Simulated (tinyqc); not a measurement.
Fully depleted semiconductor-on-insulator film with two gates, non-linear Poisson equation by Newton steps: one step of the calculation.

One dimension across the film, front interface at x = 0, back interface at x = ts. psi is counted from the intrinsic level, n = ni exp(psi/Vt) (source grounded), holes neglected, acceptors ionised. Gates act through Cox = eps0 eox/tox and Cbox = 3.9 eps0/tb with potentials G1 = Vg - (phiM - chi - Vt ln(Nc/ni)) and G2 = Vb - (phiB - chi - Vt ln(Nc/ni)). Classical Boltzmann densities, no interface charge, no depletion in the back plane.

Problem. Electron sheet density, centroid and oxide fields. n_i = ni exp(psi_i/Vt); N_inv = sum w_i n_i with w = ts/8, halved at the ends; centroid sum w n x/N_inv; fields (G1 - psi_0)/tox and (G2 - psi_8)/tb.

Inputs (values chosen for the exercise); band and dielectric values close to those of In0.53Ga0.47As: temperature T = 250 K; insulator thickness tox = 0.92 nm; film thickness ts = 12 nm; buried-oxide thickness (eps_r 3.9) tb = 38 nm.

Constants: q = 1.602176634e-19 C, kB = 1.380649e-23 J/K, Vt = kB T/q. Results are converted to the units shown.

converged psi, node 0 to 8 (V): 0.34244935  0.33379929  0.32590856  0.31863105  0.31187210  0.30556827  0.29967589  0.29416421  0.28901118
ni = 3.0781898e10 cm^-3
G1 = 0.36273311 V
G2 = -0.16726689 V

Wanted: n; N_inv; centroid; field in the front oxide; field in the buried oxide.

Solution.

n, node 0 to 8 (cm^-3): 2.4647e17  1.6497e17  1.1437e17  8.1586e16  5.9616e16  4.4492e16  3.3845e16  2.6205e16  2.0630e16
N_inv = 9.8795e10 cm^-2
centroid = 3.5720 nm
field in the front oxide = 0.22048 MV/cm
field in the buried oxide = -0.12007 MV/cm

The centroid lies at 0.30 of the film, near the front interface.

Numbers from tinyqc (`OMP_NUM_THREADS=1 python tinyqc.py 2190119 2190120 out.jsonl`; about 0.7 s on one thread of a shared Intel Xeon 2.30GHz).
